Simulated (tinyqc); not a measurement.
Phonon and roughness prefactors from two fields.

Inverse problem. At 300 K and high field 1/mu = E^(1/3)/Ap + E^gs/As, E in MV/cm. Find Ap and As.

Inputs (values chosen for the exercise):
- gs = 2 (exponent of the roughness term)

mu at E = 0.43 and 1.01 MV/cm (cm^2/(V s)): [499.33726, 278.25055]

Answer. Two linear equations in 1/Ap and 1/As.

Ap = 424 cm^2/(V s)
As = 831 cm^2/(V s)

Numbers from tinyqc (`OMP_NUM_THREADS=1 python tinyqc.py 2510062 2510063 out.jsonl`; about 0.01 s on one thread of a shared Intel Xeon 2.30GHz).
